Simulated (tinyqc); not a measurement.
Adsorption as a lattice gas: isotherms with interactions, competition, desorption peaks and saturation dose: one step, computed by the program tinyqc.

One adsorbate per site; a molecule needs 1 empty site. Gas and surface have the same temperature.

Problem. Dose to saturate, flat and in a hole. Without desorption or interaction, 99 % coverage needs the time (N_s/(s0 F)) ln 100. For a round hole of aspect ratio a in molecular flow with unit sticking (Gordon), the time is N_s/F x [1 + (19/4) a + (3/2) a^2]. The larger of the two times is a rough guide.

Inputs (values chosen for the exercise, for a model surface):
```
quantity                                          value    unit
desorption energy E                                1.55      eV
prefactor nu                                    3.3e+13     1/s
site density N_s                                     13  1/nm^2
sticking coefficient s0                            0.33       -
temperature T                                       550       K
aspect ratio a (depth over diameter) of a hole       60       -
```

Adsorption: molecular (first order).

flux F = 20.17983 1/(nm^2 s)

Give: time on a flat surface; time for the hole.

Solution.

time on a flat surface = 8.990 s

time for the hole = 3663 s

The hole is limited by transport: for deep holes the dose grows as a^2. Caution: with k_d = nu exp(-E/(k_B T)) of these inputs desorption is not negligible over the time on a flat surface, so without interaction 99 % coverage is not reached.
